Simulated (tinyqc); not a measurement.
Inside a calculation. Method: RKS/PBE0 in the sto-3g basis, for B+, spin multiplicity 1. Computed by tinyqc, a small Python program that keeps every step (integrals from PySCF). Settings: charge = 1, multiplicity = 1, basis = sto-3g, energy threshold = 1e-10, iteration cap = 54, orthogonalisation = symmetric, start = atomic densities, DIIS depth = 4, method = RKS, functional = pbe0, grid = [30, 14]. Command: `OMP_NUM_THREADS=1 python tinyqc.py 31448 31449 out.jsonl` (the two numbers bound the seeds that draw the settings). One thread of a shared host (Intel(R) Xeon(R) Processor @ 2.60GHz), about 0.1 s of CPU time with the checks. Later iterations appear only in the table of the cycle.

## One-electron integrals

Geometry (angstrom):
```
atom         x         y         z
B     0.000000  0.000000  0.000000
```

Basis sto-3g: exponents (1/bohr^2) and contraction coefficients of normalised primitives:
```
element  l (shell)   exponent  coefficient
B            s (1)  48.791113     0.154329
B            s (1)   8.887362     0.535328
B            s (1)   2.405267     0.444635
B            s (2)   2.236956    -0.099967
B            s (2)   0.519821     0.399513
B            s (2)   0.169062     0.700115
B            p (3)   2.236956     0.155916
B            p (3)   0.519821     0.607684
B            p (3)   0.169062     0.391957
```

Overlap, kinetic and nuclear-attraction integrals over the contracted functions; the nuclear repulsion is the sum of Za Zb / Rab.

nuclear repulsion = 0 hartree

overlap S, order 1B 1s, 1B 2s, 1B 2px, 1B 2py, 1B 2pz:
$$\begin{pmatrix}
1.000000 & 0.269328 & 0.000000 & 0.000000 & 0.000000 \\
0.269328 & 1.000000 & 0.000000 & 0.000000 & 0.000000 \\
0.000000 & 0.000000 & 1.000000 & 0.000000 & 0.000000 \\
0.000000 & 0.000000 & 0.000000 & 1.000000 & 0.000000 \\
0.000000 & 0.000000 & 0.000000 & 0.000000 & 1.000000
\end{pmatrix}$$

kinetic energy T (hartree), order 1B 1s, 1B 2s, 1B 2px, 1B 2py, 1B 2pz:
$$\begin{pmatrix}
10.826302 & -0.047967 & 0.000000 & 0.000000 & 0.000000 \\
-0.047967 & 0.359168 & 0.000000 & 0.000000 & 0.000000 \\
0.000000 & 0.000000 & 1.123881 & 0.000000 & 0.000000 \\
0.000000 & 0.000000 & 0.000000 & 1.123881 & 0.000000 \\
0.000000 & 0.000000 & 0.000000 & 0.000000 & 1.123881
\end{pmatrix}$$

nuclear attraction V (hartree), order 1B 1s, 1B 2s, 1B 2px, 1B 2py, 1B 2pz:
$$\begin{pmatrix}
-23.147388 & -3.139362 & 0.000000 & 0.000000 & 0.000000 \\
-3.139362 & -3.771633 & 0.000000 & 0.000000 & 0.000000 \\
0.000000 & 0.000000 & -3.741440 & 0.000000 & 0.000000 \\
0.000000 & 0.000000 & 0.000000 & -3.741440 & 0.000000 \\
0.000000 & 0.000000 & 0.000000 & 0.000000 & -3.741440
\end{pmatrix}$$

core Hamiltonian H = T + V (hartree), order 1B 1s, 1B 2s, 1B 2px, 1B 2py, 1B 2pz:
$$\begin{pmatrix}
-12.321086 & -3.187330 & 0.000000 & 0.000000 & 0.000000 \\
-3.187330 & -3.412465 & 0.000000 & 0.000000 & 0.000000 \\
0.000000 & 0.000000 & -2.617559 & 0.000000 & 0.000000 \\
0.000000 & 0.000000 & 0.000000 & -2.617559 & 0.000000 \\
0.000000 & 0.000000 & 0.000000 & 0.000000 & -2.617559
\end{pmatrix}$$

## Two-electron integrals

Functions are numbered as in S; the eight-fold symmetry (ij|kl) = (ji|kl) = (kl|ij) leaves the list below.

Two-electron integrals (ij|kl) in chemists' order, unique and non-zero (hartree):
```
(11|11) 2.923513   (21|11) 0.518376   (21|21) 0.109262   (22|11) 0.744229
(22|21) 0.193177   (22|22) 0.544804   (31|31) 0.020264   (32|31) 0.029996
(32|32) 0.120346   (33|11) 0.742491   (33|21) 0.193240   (33|22) 0.544682
(33|33) 0.586773   (41|41) 0.020264   (42|41) 0.029996   (42|42) 0.120346
(43|43) 0.031630   (44|11) 0.742491   (44|21) 0.193240   (44|22) 0.544682
(44|33) 0.523513   (44|44) 0.586773   (51|51) 0.020264   (52|51) 0.029996
(52|52) 0.120346   (53|53) 0.031630   (54|54) 0.031630   (55|11) 0.742491
(55|21) 0.193240   (55|22) 0.544682   (55|33) 0.523513   (55|44) 0.523513
(55|55) 0.586773
```

## Orthogonalisation

S = U s U^T; symmetric (Loewdin) form X = U s^(-1/2) U^T, so that X^T S X = 1.

eigenvalues of S: [0.730672, 1.000000, 1.000000, 1.000000, 1.269328]

X, order 1B 1s, 1B 2s, 1B 2px, 1B 2py, 1B 2pz:
$$\begin{pmatrix}
1.028732 & -0.141141 & 0.000000 & 0.000000 & 0.000000 \\
-0.141141 & 1.028732 & 0.000000 & 0.000000 & 0.000000 \\
0.000000 & 0.000000 & 1.000000 & 0.000000 & 0.000000 \\
0.000000 & 0.000000 & 0.000000 & 1.000000 & 0.000000 \\
0.000000 & 0.000000 & 0.000000 & 0.000000 & 1.000000
\end{pmatrix}$$

## Starting guess

The start is atomic minimal-basis densities projected into this basis (PySCF's MINAO start) and scaled to the electron count of each spin; this density is not idempotent, so its energy is not variational and may lie below the converged one.

D at the start, order 1B 1s, 1B 2s, 1B 2px, 1B 2py, 1B 2pz:
$$\begin{pmatrix}
1.749106 & -0.463501 & 0.000000 & 0.000000 & 0.000000 \\
-0.463501 & 1.729371 & 0.000000 & 0.000000 & 0.000000 \\
0.000000 & 0.000000 & 0.257064 & 0.000000 & 0.000000 \\
0.000000 & 0.000000 & 0.000000 & 0.257064 & 0.000000 \\
0.000000 & 0.000000 & 0.000000 & 0.000000 & 0.257064
\end{pmatrix}$$

## Iteration 1: exchange-correlation on the grid

Becke grid with 30 radial and 14 angular points per atom, points of zero weight dropped. rho = sum D_ij phi_i phi_j; V_xc,ij = sum w v_xc phi_i phi_j plus the gradient terms; v_xc is d(rho eps)/d rho at fixed gradient. Exact exchange is left to K.

The 16 grid points with the largest w rho, of 420 (bohr, atomic units):
```
x                  y          z         w       rho  |grad rho|^2     eps_xc       v_xc
0.831114    0.831114   0.831114  0.564764  0.055782      0.007420  -0.259893  -0.331054
-0.831114   0.831114  -0.831114  0.564764  0.055782      0.007420  -0.259893  -0.331054
-0.831114   0.831114   0.831114  0.564764  0.055782      0.007420  -0.259893  -0.331054
-0.831114  -0.831114  -0.831114  0.564764  0.055782      0.007420  -0.259893  -0.331054
0.831114   -0.831114   0.831114  0.564764  0.055782      0.007420  -0.259893  -0.331054
0.831114    0.831114  -0.831114  0.564764  0.055782      0.007420  -0.259893  -0.331054
-0.831114  -0.831114   0.831114  0.564764  0.055782      0.007420  -0.259893  -0.331054
0.831114   -0.831114  -0.831114  0.564764  0.055782      0.007420  -0.259893  -0.331054
-1.010313  -1.010313  -1.010313  0.959012  0.032663      0.003761  -0.224445  -0.270952
1.010313   -1.010313   1.010313  0.959012  0.032663      0.003761  -0.224445  -0.270952
1.010313   -1.010313  -1.010313  0.959012  0.032663      0.003761  -0.224445  -0.270952
1.010313    1.010313  -1.010313  0.959012  0.032663      0.003761  -0.224445  -0.270952
-1.010313   1.010313  -1.010313  0.959012  0.032663      0.003761  -0.224445  -0.270952
-1.010313   1.010313   1.010313  0.959012  0.032663      0.003761  -0.224445  -0.270952
1.010313    1.010313   1.010313  0.959012  0.032663      0.003761  -0.224445  -0.270952
-1.010313  -1.010313   1.010313  0.959012  0.032663      0.003761  -0.224445  -0.270952
```

electrons on the grid, sum of w rho = 4.000000

E_xc = sum of w rho eps_xc = -2.30362870 hartree

V_xc (hartree), order 1B 1s, 1B 2s, 1B 2px, 1B 2py, 1B 2pz:
$$\begin{pmatrix}
-1.342114 & -0.201804 & 0.000000 & 0.000000 & 0.000000 \\
-0.201804 & -0.314893 & 0.000000 & 0.000000 & 0.000000 \\
0.000000 & 0.000000 & -0.311957 & 0.000000 & 0.000000 \\
0.000000 & 0.000000 & 0.000000 & -0.311957 & 0.000000 \\
0.000000 & 0.000000 & 0.000000 & 0.000000 & -0.311957
\end{pmatrix}$$

## Iteration 1: building the Kohn-Sham matrix

J_ij = sum D_kl (ij|kl), K_ij = sum D_kl (ik|jl); F = H + J - 0.125 K + V_xc; E = tr D H + tr D J / 2 - 0.0625 tr D K + E_xc + E_nn.

Coulomb J (hartree), order 1B 1s, 1B 2s, 1B 2px, 1B 2py, 1B 2pz:
$$\begin{pmatrix}
6.492648 & 1.288509 & 0.000000 & 0.000000 & 0.000000 \\
1.288509 & 2.484882 & 0.000000 & 0.000000 & 0.000000 \\
0.000000 & 0.000000 & 2.481509 & 0.000000 & 0.000000 \\
0.000000 & 0.000000 & 0.000000 & 2.481509 & 0.000000 \\
0.000000 & 0.000000 & 0.000000 & 0.000000 & 2.481509
\end{pmatrix}$$

exchange K (hartree), order 1B 1s, 1B 2s, 1B 2px, 1B 2py, 1B 2pz:
$$\begin{pmatrix}
4.837578 & 0.868309 & 0.000000 & 0.000000 & 0.000000 \\
0.868309 & 1.047013 & 0.000000 & 0.000000 & 0.000000 \\
0.000000 & 0.000000 & 0.382859 & 0.000000 & 0.000000 \\
0.000000 & 0.000000 & 0.000000 & 0.382859 & 0.000000 \\
0.000000 & 0.000000 & 0.000000 & 0.000000 & 0.382859
\end{pmatrix}$$

Kohn-Sham matrix F (hartree), order 1B 1s, 1B 2s, 1B 2px, 1B 2py, 1B 2pz:
$$\begin{pmatrix}
-7.775250 & -2.209163 & 0.000000 & 0.000000 & 0.000000 \\
-2.209163 & -1.373352 & 0.000000 & 0.000000 & 0.000000 \\
0.000000 & 0.000000 & -0.495864 & 0.000000 & 0.000000 \\
0.000000 & 0.000000 & 0.000000 & -0.495864 & 0.000000 \\
0.000000 & 0.000000 & 0.000000 & 0.000000 & -0.495864
\end{pmatrix}$$

total energy of this density = -21.24361747 hartree

This density is the starting one; it is not idempotent, so its energy is not variational and may lie below the converged one.

## Iteration 1: diagonalisation and new density

Diagonalise F' = X^T F X, C = X C', fill 2 alpha and 2 beta electrons from the bottom; D = 2 C_occ C_occ^T. Each column has its largest component positive (the first on a tie).

F' = X^T F X (hartree):
$$\begin{pmatrix}
-7.614303 & -1.053602 & 0.000000 & 0.000000 & 0.000000 \\
-1.053602 & -0.966770 & 0.000000 & 0.000000 & 0.000000 \\
0.000000 & 0.000000 & -0.495864 & 0.000000 & 0.000000 \\
0.000000 & 0.000000 & 0.000000 & -0.495864 & 0.000000 \\
0.000000 & 0.000000 & 0.000000 & 0.000000 & -0.495864
\end{pmatrix}$$

orbital energies (hartree): MO1 -7.777298, MO2 -0.803776, MO3 -0.495864, MO4 -0.495864, MO5 -0.495864

coefficients C, order 1B 1s, 1B 2s, 1B 2px, 1B 2py, 1B 2pz:
$$\begin{pmatrix}
0.995061 & -0.296758 & 0.000000 & 0.000000 & 0.000000 \\
0.017795 & 1.038217 & 0.000000 & 0.000000 & 0.000000 \\
0.000000 & 0.000000 & 0.872950 & -0.483874 & -0.061847 \\
0.000000 & 0.000000 & 0.368849 & 0.571768 & 0.732824 \\
0.000000 & 0.000000 & 0.319232 & 0.662531 & -0.677601
\end{pmatrix}$$

D after iteration 1, order 1B 1s, 1B 2s, 1B 2px, 1B 2py, 1B 2pz:
$$\begin{pmatrix}
2.156421 & -0.580784 & 0.000000 & 0.000000 & 0.000000 \\
-0.580784 & 2.156421 & 0.000000 & 0.000000 & 0.000000 \\
0.000000 & 0.000000 & 0.000000 & 0.000000 & 0.000000 \\
0.000000 & 0.000000 & 0.000000 & 0.000000 & 0.000000 \\
0.000000 & 0.000000 & 0.000000 & 0.000000 & 0.000000
\end{pmatrix}$$

Within a degenerate level the vectors are fixed only up to a rotation; this is one choice.

## Iteration 2: exchange-correlation on the grid

As before.

The 16 grid points with the largest w rho, of 420 (bohr, atomic units):
```
x                  y          z         w       rho  |grad rho|^2     eps_xc       v_xc
-0.185108  -0.185108   0.185108  0.009909  3.323139    897.321066  -0.984254  -1.065811
0.185108   -0.185108   0.185108  0.009909  3.323139    897.321066  -0.984254  -1.065811
-0.185108   0.185108   0.185108  0.009909  3.323139    897.321066  -0.984254  -1.065811
0.185108    0.185108   0.185108  0.009909  3.323139    897.321066  -0.984254  -1.065811
-0.185108   0.185108  -0.185108  0.009909  3.323139    897.321066  -0.984254  -1.065811
0.185108   -0.185108  -0.185108  0.009909  3.323139    897.321066  -0.984254  -1.065811
-0.185108  -0.185108  -0.185108  0.009909  3.323139    897.321066  -0.984254  -1.065811
0.185108    0.185108  -0.185108  0.009909  3.323139    897.321066  -0.984254  -1.065811
0.132265   -0.132265  -0.132265  0.004017  7.677676   5470.841887  -1.249737  -1.424351
-0.132265  -0.132265  -0.132265  0.004017  7.677676   5470.841887  -1.249737  -1.424351
0.132265    0.132265  -0.132265  0.004017  7.677676   5470.841887  -1.249737  -1.424351
-0.132265   0.132265  -0.132265  0.004017  7.677676   5470.841887  -1.249737  -1.424351
-0.132265   0.132265   0.132265  0.004017  7.677676   5470.841887  -1.249737  -1.424351
-0.132265  -0.132265   0.132265  0.004017  7.677676   5470.841887  -1.249737  -1.424351
0.132265    0.132265   0.132265  0.004017  7.677676   5470.841887  -1.249737  -1.424351
0.132265   -0.132265   0.132265  0.004017  7.677676   5470.841887  -1.249737  -1.424351
```

electrons on the grid, sum of w rho = 4.000000

E_xc = sum of w rho eps_xc = -2.71425004 hartree

V_xc (hartree), order 1B 1s, 1B 2s, 1B 2px, 1B 2py, 1B 2pz:
$$\begin{pmatrix}
-1.420417 & -0.209227 & 0.000000 & 0.000000 & 0.000000 \\
-0.209227 & -0.303472 & 0.000000 & 0.000000 & 0.000000 \\
0.000000 & 0.000000 & -0.300385 & 0.000000 & 0.000000 \\
0.000000 & 0.000000 & 0.000000 & -0.300385 & 0.000000 \\
0.000000 & 0.000000 & 0.000000 & 0.000000 & -0.300385
\end{pmatrix}$$

## Iteration 2: building the Kohn-Sham matrix

As before.

Coulomb J (hartree), order 1B 1s, 1B 2s, 1B 2px, 1B 2py, 1B 2pz:
$$\begin{pmatrix}
7.307068 & 1.407494 & 0.000000 & 0.000000 & 0.000000 \\
1.407494 & 2.555311 & 0.000000 & 0.000000 & 0.000000 \\
0.000000 & 0.000000 & 2.551226 & 0.000000 & 0.000000 \\
0.000000 & 0.000000 & 0.000000 & 2.551226 & 0.000000 \\
0.000000 & 0.000000 & 0.000000 & 0.000000 & 2.551226
\end{pmatrix}$$

exchange K (hartree), order 1B 1s, 1B 2s, 1B 2px, 1B 2py, 1B 2pz:
$$\begin{pmatrix}
5.937811 & 1.038715 & 0.000000 & 0.000000 & 0.000000 \\
1.038715 & 1.186053 & 0.000000 & 0.000000 & 0.000000 \\
0.000000 & 0.000000 & 0.268370 & 0.000000 & 0.000000 \\
0.000000 & 0.000000 & 0.000000 & 0.268370 & 0.000000 \\
0.000000 & 0.000000 & 0.000000 & 0.000000 & 0.268370
\end{pmatrix}$$

Kohn-Sham matrix F (hartree), order 1B 1s, 1B 2s, 1B 2px, 1B 2py, 1B 2pz:
$$\begin{pmatrix}
-7.176661 & -2.118901 & 0.000000 & 0.000000 & 0.000000 \\
-2.118901 & -1.308883 & 0.000000 & 0.000000 & 0.000000 \\
0.000000 & 0.000000 & -0.400264 & 0.000000 & 0.000000 \\
0.000000 & 0.000000 & 0.000000 & -0.400264 & 0.000000 \\
0.000000 & 0.000000 & 0.000000 & 0.000000 & -0.400264
\end{pmatrix}$$

total energy of this density = -24.00856165 hartree

## Iteration 2: DIIS over 2 matrices

error matrix X^T (FDS - SDF) X:
$$\begin{pmatrix}
0.000000 & 0.000000 & 0.000000 & 0.000000 & 0.000000 \\
0.000000 & 0.000000 & 0.000000 & 0.000000 & 0.000000 \\
0.000000 & 0.000000 & 0.000000 & 0.000000 & 0.000000 \\
0.000000 & 0.000000 & 0.000000 & 0.000000 & 0.000000 \\
0.000000 & 0.000000 & 0.000000 & 0.000000 & 0.000000
\end{pmatrix}$$

B (overlaps of the stored error matrices):
$$\begin{pmatrix}
3.2291480e-04 & 0.0000000e+00 \\
0.0000000e+00 & 0.0000000e+00
\end{pmatrix}$$

Minimise |sum c_i e_i|^2 with sum c_i = 1: solve [B -1; -1 0][c; lambda] = [0; -1] with B_ij = tr e_i^T e_j, and take F = sum c_i F_i.

DIIS coefficients: [0.000000, 1.000000]

extrapolated F (hartree), order 1B 1s, 1B 2s, 1B 2px, 1B 2py, 1B 2pz:
$$\begin{pmatrix}
-7.176661 & -2.118901 & 0.000000 & 0.000000 & 0.000000 \\
-2.118901 & -1.308883 & 0.000000 & 0.000000 & 0.000000 \\
0.000000 & 0.000000 & -0.400264 & 0.000000 & 0.000000 \\
0.000000 & 0.000000 & 0.000000 & -0.400264 & 0.000000 \\
0.000000 & 0.000000 & 0.000000 & 0.000000 & -0.400264
\end{pmatrix}$$

## Iteration 2: diagonalisation and new density

As before.

F' = X^T F X (hartree):
$$\begin{pmatrix}
-7.005750 & -1.052554 & 0.000000 & 0.000000 & 0.000000 \\
-1.052554 & -0.912830 & 0.000000 & 0.000000 & 0.000000 \\
0.000000 & 0.000000 & -0.400264 & 0.000000 & 0.000000 \\
0.000000 & 0.000000 & 0.000000 & -0.400264 & 0.000000 \\
0.000000 & 0.000000 & 0.000000 & 0.000000 & -0.400264
\end{pmatrix}$$

orbital energies (hartree): MO1 -7.182455, MO2 -0.736126, MO3 -0.400264, MO4 -0.400264, MO5 -0.400264

coefficients C, order 1B 1s, 1B 2s, 1B 2px, 1B 2py, 1B 2pz:
$$\begin{pmatrix}
0.991167 & -0.309515 & 0.000000 & 0.000000 & 0.000000 \\
0.031129 & 1.037903 & 0.000000 & 0.000000 & 0.000000 \\
0.000000 & 0.000000 & -0.228487 & 0.239914 & 0.943523 \\
0.000000 & 0.000000 & 0.699465 & -0.633652 & 0.330507 \\
0.000000 & 0.000000 & 0.677158 & 0.735477 & -0.023031
\end{pmatrix}$$

D after iteration 2, order 1B 1s, 1B 2s, 1B 2px, 1B 2py, 1B 2pz:
$$\begin{pmatrix}
2.156421 & -0.580784 & 0.000000 & 0.000000 & 0.000000 \\
-0.580784 & 2.156421 & 0.000000 & 0.000000 & 0.000000 \\
0.000000 & 0.000000 & 0.000000 & 0.000000 & 0.000000 \\
0.000000 & 0.000000 & 0.000000 & 0.000000 & 0.000000 \\
0.000000 & 0.000000 & 0.000000 & 0.000000 & 0.000000
\end{pmatrix}$$

Within a degenerate level the vectors are fixed only up to a rotation; this is one choice.

## Iteration 3 (converged): orbitals

converged F (hartree), order 1B 1s, 1B 2s, 1B 2px, 1B 2py, 1B 2pz:
$$\begin{pmatrix}
-7.176661 & -2.118901 & 0.000000 & 0.000000 & 0.000000 \\
-2.118901 & -1.308883 & 0.000000 & 0.000000 & 0.000000 \\
0.000000 & 0.000000 & -0.400264 & 0.000000 & 0.000000 \\
0.000000 & 0.000000 & 0.000000 & -0.400264 & 0.000000 \\
0.000000 & 0.000000 & 0.000000 & 0.000000 & -0.400264
\end{pmatrix}$$

As before.

F' = X^T F X (hartree):
$$\begin{pmatrix}
-7.005750 & -1.052554 & 0.000000 & 0.000000 & 0.000000 \\
-1.052554 & -0.912830 & 0.000000 & 0.000000 & 0.000000 \\
0.000000 & 0.000000 & -0.400264 & 0.000000 & 0.000000 \\
0.000000 & 0.000000 & 0.000000 & -0.400264 & 0.000000 \\
0.000000 & 0.000000 & 0.000000 & 0.000000 & -0.400264
\end{pmatrix}$$

orbital energies (hartree): MO1 -7.182455, MO2 -0.736126, MO3 -0.400264, MO4 -0.400264, MO5 -0.400264

coefficients C, order 1B 1s, 1B 2s, 1B 2px, 1B 2py, 1B 2pz:
$$\begin{pmatrix}
0.991167 & -0.309515 & 0.000000 & 0.000000 & 0.000000 \\
0.031129 & 1.037903 & 0.000000 & 0.000000 & 0.000000 \\
0.000000 & 0.000000 & 0.425600 & 0.864495 & -0.267419 \\
0.000000 & 0.000000 & 0.716593 & -0.141515 & 0.682985 \\
0.000000 & 0.000000 & -0.552593 & 0.482309 & 0.679720
\end{pmatrix}$$

D after iteration 3, order 1B 1s, 1B 2s, 1B 2px, 1B 2py, 1B 2pz:
$$\begin{pmatrix}
2.156421 & -0.580784 & 0.000000 & 0.000000 & 0.000000 \\
-0.580784 & 2.156421 & 0.000000 & 0.000000 & 0.000000 \\
0.000000 & 0.000000 & 0.000000 & 0.000000 & 0.000000 \\
0.000000 & 0.000000 & 0.000000 & 0.000000 & 0.000000 \\
0.000000 & 0.000000 & 0.000000 & 0.000000 & 0.000000
\end{pmatrix}$$

Within a degenerate level the vectors are fixed only up to a rotation; this is one choice.

## Convergence

Stop when the energy changes by less than 1e-10 hartree and every element of the error matrix X^T (F D S - S D F) X is below 3e-06.

Course of the cycle:
```
iteration   E (hartree)     change  largest element of the error matrix
1          -21.24361747          -                             1.27e-02
2          -24.00856165  -2.76e+00                             8.75e-16
3          -24.00856165   3.55e-15                             9.22e-16
```

PySCF RKS in the same basis, fine grid = -24.00862683 hartree

Converged in 3 iterations. The coarse grid moves the energy by +6.52e-05 hartree.

## Populations

Mulliken: Z minus the diagonal of D S on the atom; Loewdin: the same with S^(1/2) D S^(1/2).

Charges (e):
```
atom  Mulliken   Loewdin
1B    1.000000  1.000000
```
